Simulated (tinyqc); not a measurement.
Inside a calculation: pi bands of a honeycomb layer in tight binding. Values are carried at full precision from step to step, so a last printed digit may differ when a step is redone from the rounded ones.

Lattice vectors a (1,0) and a (1/2, sqrt3/2); f = exp(i ky a/sqrt3) + 2 cos(kx a/2) exp(-i ky a/(2 sqrt3)), w = |f|. H = [[D - t2 F, -t f], [., -D - t2 F]] with F = w^2 - 3, S = [[1, s0 f], [., 1]]; the levels solve det(H - E S) = 0. K = (4 pi/3a, 0), M = (pi/a, pi/(sqrt3 a)); w = 3, 1, 0 at Gamma, M, K.

Constants: hbar = 6.58211957e-16 eV s.

Values chosen for the exercise (of the size used for graphene; not measured data): a = 2.46 angstrom (lattice constant); t = 2.85 eV (nearest hopping); t2 = 0.19 eV (second-neighbour hopping); s0 = 0 (overlap of neighbours); D = 0 eV (+D on A, -D on B); k = (0.95, 0.3) 1/angstrom (wave vector).

## H and S at one k

Form f, w, F and the two matrices.

f = 1.67595+0.24774i
w = 1.69416
F = -0.12981

H (eV):
```
                 A                B
A           0.0247  -4.7765-0.7061i
B  -4.7765+0.7061i           0.0247
```

S:
```
         A        B
A  1.00000        0
B        0  1.00000
```

## The secular equation

det(H - E S) = 0 reads (e - E)^2 - D^2 - (t + s0 E)^2 w^2 = 0 with e = -t2 (w^2 - 3), that is c2 E^2 + 2 c1 E + c0 = 0 with c2 = 1 - s0^2 w^2, c1 = -(e + t s0 w^2), c0 = e^2 - D^2 - t^2 w^2.

c2, c1, c0: 1.0000  -0.0247  -23.3125

levels (eV): -4.8037  4.8530

## Levels at Gamma, M and K

Solve the quadratic (e - E)^2 - D^2 - (t + s0 E)^2 w^2 = 0 with e = -t2 (w^2 - 3), for w = 3, 1, 0.

Levels (eV):

| point | w | lower | upper | difference |
|---|---|---|---|---|
| Gamma | 3 | -9.6900 | 7.4100 | 17.1000 |
| M | 1 | -2.4700 | 3.2300 | 5.7000 |
| K | 0 | 0.5700 | 0.5700 | 0.0000 |

Measured from the middle of the levels at K (0.570 eV), the upper band reaches 6.840 eV and the lower -10.260 eV at Gamma: the lower band is the wider; overlap stretches the upper band and positive t2 the lower. In the real layer the upper band is the wider one. The saddle points at M give the absorption peak at 5.700 eV in this one-electron picture.

## Near K

w = (sqrt3/2) a q to first order in the distance q from K. Effective hopping t* = t + 3 t2 s0, hbar v = (sqrt3/2) a t*, v in m/s = hbar v x 1e-10/hbar.

hbar v = 6.0717 eV angstrom
v = 9.225e+05 m/s

## Checks

- Roots of the quadratic against the generalised eigenproblem: they agree to 1e-10 or better.

(tinyqc, `OMP_NUM_THREADS=1 python tinyqc.py 1450571 1450572 out.jsonl`, Intel(R) Xeon(R) Processor @ 2.30GHz, 1 thread, shared host, about 0.01 s.)
